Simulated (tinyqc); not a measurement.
Electron mobility of a polar semiconductor by Rode's iterative solution of the Boltzmann equation: one step, computed by the program tinyqc.

The distribution is f(E) + e F l(E) (-df/dE) cos(theta) for a weak field F, theta counted from the force; l(E) is a mean free path. Elastic processes enter by their momentum rate, polar optical phonons by out- and in-scattering terms. One valley only: where upper valleys lie close, measured mobilities are lower. The density n is prescribed, even where a narrow-gap material would have more intrinsic carriers.

Task: The first two iterations on one ladder of the grid. Iteration: l_new(E) = [v(E) + c+ l(E + hbar w) + c- l(E - hbar w)]/(nu + S_o), from l = 0.

Inputs (values chosen for the exercise, for a model polar semiconductor): temperature T = 500 K.

Band: Kane. Elastic processes: acoustic, piezoelectric, impurity.

Points j = s/2, s/2 + s, ... (the first seven rungs, or as many as the grid holds), rates in 1e12/s:
```
E (meV)    v (m/s)        nu       S_o        c+        c-
17.2688   109975.0   70.8015   8.19600  3.371810  0.000000
47.9688   182563.7   69.7540  16.73611  4.059878  3.862627
78.6688   232872.7   81.5028  18.09542  4.172236  6.234200
109.3688  273499.6   93.4389  17.97117  4.166005  7.063506
140.0687  308307.3  104.7210  17.58611  4.124783  7.403618
170.7688  339102.3  115.3455  17.15828  4.072406  7.541018
201.4688  366905.3  125.4092  16.74485  4.017294  7.582551
```

Give: l after iteration 1; l after iteration 2 (all rungs but the last shown).

Result:

l after iteration 1 (nm): [1.3921, 2.1108, 2.3381, 2.4549, 2.5208, 2.5592, 2.5810]

l after iteration 2 (all rungs but the last shown) (nm): [1.4822, 2.2827, 2.5731, 2.6974, 2.7557, 2.7820]

In-scattering lengthens l on the lowest rung by 6.5 % and on the second by 8.1 % in this step.
